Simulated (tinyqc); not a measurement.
Square-lattice Ising model by mean field, Bethe lattice, transfer matrix, exact enumeration and Monte Carlo steps: one step, computed by the program tinyqc. Command: `OMP_NUM_THREADS=1 python tinyqc.py 3023698 3023699 out.jsonl ising walk`. One thread of a shared host (Intel(R) Xeon(R) Processor @ 2.30GHz), about 1 s of CPU time with the checks.

H = -J sum over nearest pairs s_i s_j, s = +-1, no field, periodic boundaries; energies per site are in J. As a lattice gas or an alloy, s marks which species holds the site.

Question. Three theories of the infinite lattice. K = J/(k_B T). Mean field: m = tanh(4 K m), u = -2 m^2. Bethe: cavity field h = 3 artanh(tanh K tanh h), m = tanh(4h/3), u = -2 (tanh K + tanh^2 h)/(1 + tanh K tanh^2 h). Exact: m = [1 - sinh(2K)^(-4)]^(1/8) below T_c; u = -coth(2K) [1 + (2/pi)(2 tanh^2(2K) - 1) K1(k)], k = 2 sinh(2K)/cosh^2(2K), K1 the complete elliptic integral of the first kind. The largest root is taken.

Inputs (values chosen for the exercise, for a model lattice): temperature T = 2670 K.

K = 0.2564294

Give: m, mean field; u, mean field; cavity field h; m, Bethe; u, Bethe; m, exact; u, exact.

Answer.

m, mean field = 0.2715

u, mean field = -0.1474

cavity field h = 0

m, Bethe = 0

u, Bethe = -0.5019

m, exact = 0

u, exact = -0.5750

Against the exact energy mean field misses by +0.428 J and Bethe by +0.073 J.
